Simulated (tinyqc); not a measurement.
Short-channel transistor, virtual-source model with series resistance: output curve.

The current per gate width is the charge at the top of the source barrier (the virtual source) times its velocity times a saturation function; al and be are fitting constants of the model. Units: I in uA/um, Rs in ohm um, so I Rs = 1e-6 I Rs in volts; Q in uC/cm^2, so I = 1e-4 Q vx0 Fsat with vx0 in cm/s.

Intrinsic voltages Vg' = Vgs - I Rs, Vd' = Vds - 2 I Rs. n = n0 + nd Vd', VT = VT0 - dl Vd', Ff = 1/(1 + exp((Vg' - VT + al Vt/2)/(al Vt))), Q = Cinv n Vt ln(1 + exp((Vg' - VT + al Vt Ff)/(n Vt))), Vdsat = (vx0 L/mu)(1 - Ff) + Vt Ff, Fsat = u/(1 + u^be)^(1/be) with u = Vd'/Vdsat, and I = Q vx0 Fsat per width. I is solved self-consistently. gds = dI/dVds, gm = dI/dVgs.

Inputs (values chosen for the exercise):
- T = 273 K (temperature)
- Cinv = 2.77 uF/cm^2 (inversion capacitance)
- vx0 = 1.13e7 cm/s (velocity at the virtual source)
- mu = 570 cm^2/(V s) (apparent mobility)
- L = 16 nm (channel length)
- VT0 = 0.377 V (threshold at zero drain voltage)
- dl = 0.166 V/V (drain-induced barrier lowering)
- n0 = 1.31 (subthreshold factor)
- nd = 0.2 1/V (growth of n with drain voltage)
- al = 3.5 (threshold shift (in units of Vt) from weak to strong inversion)
- be = 2 (sharpness of saturation)
- Rs = 30 ohm um (series resistance of each contact)
- Vgs = 0.8 V (gate voltage)

Constants: q = 1.602176634e-19 C, kB = 1.380649e-23 J/K, Vt = kB T/q. Results are converted to the units shown.

Output curve:

| Vds (V) | I (uA/um) | Fsat | gds (uS/um) | gain gm/gds |
|---|---|---|---|---|
| 0.09 | 925.2 | 0.7364 | 6923 | 0.1808 |
| 0.18 | 1215 | 0.9589 | 1199 | 2.121 |
| 0.27 | 1287 | 0.9868 | 605.5 | 4.482 |
| 0.36 | 1336 | 0.9936 | 510.0 | 5.391 |
| 0.45 | 1381 | 0.9963 | 483.2 | 5.716 |
| 0.53 | 1419 | 0.9975 | 473.7 | 5.842 |
| 0.62 | 1461 | 0.9982 | 468.6 | 5.913 |
| 0.71 | 1503 | 0.9987 | 466.0 | 5.951 |
| 0.8 | 1545 | 0.9990 | 464.6 | 5.974 |

The current rises from 925 to 1550 uA/um as Fsat rises from 0.736 to 0.999; gds falls from 6920 to 465 uS/um. The gain ends at 5.97, against 1/dl = 6.02 for a current that depends on Vds through barrier lowering alone.

Program tinyqc, `OMP_NUM_THREADS=1 python tinyqc.py 2380066 2380067 out.jsonl`; Intel Xeon 2.30GHz, shared host, one thread, about 0.01 s.
